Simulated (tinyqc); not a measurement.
Millisecond and nanosecond annealing: surface heating, thermal budget and solid-phase regrowth: one step, computed by the program tinyqc. Command: `OMP_NUM_THREADS=1 python tinyqc.py 3027252 3027253 out.jsonl flash walk`. One thread of a shared host (Intel(R) Xeon(R) Processor @ 2.30GHz), about 0.02 s of CPU time with the checks.

A square pulse heats the surface of a thick wafer with constant thermal properties; losses by radiation are neglected and silicon melts at 1414 C.

Task: Thermal budget. Absorbed flux q = (1 - R) fluence/t_p; kappa = k/c. With f(z, t) = (2 q/k) sqrt(kappa t) ierfc(z/(2 sqrt(kappa t))), ierfc(x) = exp(-x^2)/sqrt(pi) - x erfc(x): T = T0 + f(z, t) during the pulse and T0 + f(z, t) - f(z, t - t_p) after it. Temperatures in kelvin are T(C) + 273.15. Integrate exp(-E/(k_B T(t))) at the surface from 0 to 10 t_p (Gauss-Legendre, 60 points in sqrt(t) up to t_p and 60 in sqrt(t - t_p) after it). (Dt) = D0 x integral with E; regrowth = v0 x integral with E_v; effective time = integral/exp(-E/(k_B T_peak)).

Inputs (values chosen for the exercise, modelled on hot silicon with phosphorus):
```
quantity                      value        unit
incident fluence               15.4      J/cm^2
pulse length t_p            0.00018           s
reflectance R                   0.5           -
thermal conductivity k         0.27    W/(cm K)
heat capacity per volume c     2.14  J/(cm^3 K)
preheat temperature T0          500           C
dopant prefactor D0            5.49      cm^2/s
dopant activation energy E      3.7          eV
regrowth prefactor v0       4.5e+08        cm/s
regrowth energy E_v            2.68          eV
```

Source: scanned laser.

peak temperature = 1351.963 C

Constants: k_B = 8.617333262e-05 eV/K.

Give: budget (Dt); diffusion length 2 sqrt(Dt); effective time over t_p; possible regrowth.

Result:

budget (Dt) = 4.532e-16 cm^2

diffusion length 2 sqrt(Dt) = 0.4257 nm

effective time over t_p = 0.1367

possible regrowth = 739.8 nm

Caution: equilibrium diffusivities are used; implant damage enhances diffusion, and k and c vary with temperature. Caution: the peak lies above 1150 C, and amorphous silicon melts some 200 to 250 K below the crystal, so a layer that has not regrown before the peak may melt instead.
